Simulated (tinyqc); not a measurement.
Octagonal on-chip spiral inductor, lumped pi model: one step of the calculation.

Outer diameter do = di + 2 n wd + 2 (n - 1) sp, mean da = (do + di)/2, fill p = (do - di)/(do + di), length l = 3.314 n da. L = 2.25 mu0 n^2 da/(1 + 3.55 p), mu0 = 4 pi 1e-7 H/m. Rs = rho l/(wd delta (1 - exp(-th/delta))), delta = sqrt(rho/(pi f mu0)). Cs = n wd^2 eps0 eo/hu across the coil. At each end Cox = l wd eps0 eo/(2 ho) leads to the substrate branch Rsi = 2 rs he/(l wd) in parallel with Csi = l wd eps0 11.7/(2 he). With one end grounded Y = 1/(Rs + i w L) + i w Cs + 1/[1/(i w Cox) + 1/(1/Rsi + i w Csi)], w = 2 pi f; Q = -Im Y/Re Y. Eddy currents in neighbouring turns and in the substrate are left out.

Problem. Admittance, quality factor and apparent inductance. Series branch 1/(Rs + i w L), substrate branch, total Y, Q = -Im Y/Re Y, apparent inductance Im(1/Y)/w, metal-only value w L/Rs, share of the loss in the substrate Re(substrate branch)/Re Y.

Parameters, values chosen for the exercise:
- f = 12 GHz (frequency)

L = 1.5833637 nH
Rs = 9.8549904 ohm
Cs = 2.6137562 fF
Cox = 14.833655 fF
Rsi = 1468.3706 ohm
Csi = 7.0550309 fF

Find: series branch; substrate branch; Y; Q; apparent inductance; w L/Rs; share of the loss in the substrate.

Solution.

series branch = 0.6868-8.3197i mS
substrate branch = 0.26726+0.47077i mS
Y = 0.9540-7.6519i mS
Q = 8.0204
apparent inductance = 1.7068 nH
w L/Rs = 12.114
share of the loss in the substrate = 28.013 %

Q is 66.2 % of the metal-only value.

Computed by the program tinyqc: `OMP_NUM_THREADS=1 python tinyqc.py 2302071 2302072 out.jsonl`, one thread of a shared Intel Xeon 2.30GHz, about 0.01 s for the whole run.
